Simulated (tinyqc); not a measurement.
Inside a calculation. Method: RHF in the 6-311g basis, for H-, spin multiplicity 1. The basis has no diffuse functions, so it cannot describe the extra electron: this is an exercise in the method, not the real anion. One step of it, computed by the program tinyqc.

Problem. Iteration 3: DIIS coefficients. Solve [B -1; -1 0][c; lambda] = [0; -1] for the coefficients, which sum to one.

B (overlaps of the stored error matrices):
```
,1,2
1,1.2272335e-01,1.3686794e-02
2,1.3686794e-02,1.5283408e-03
```

Give: DIIS coefficients.

Solution.

DIIS coefficients: -0.126  1.126
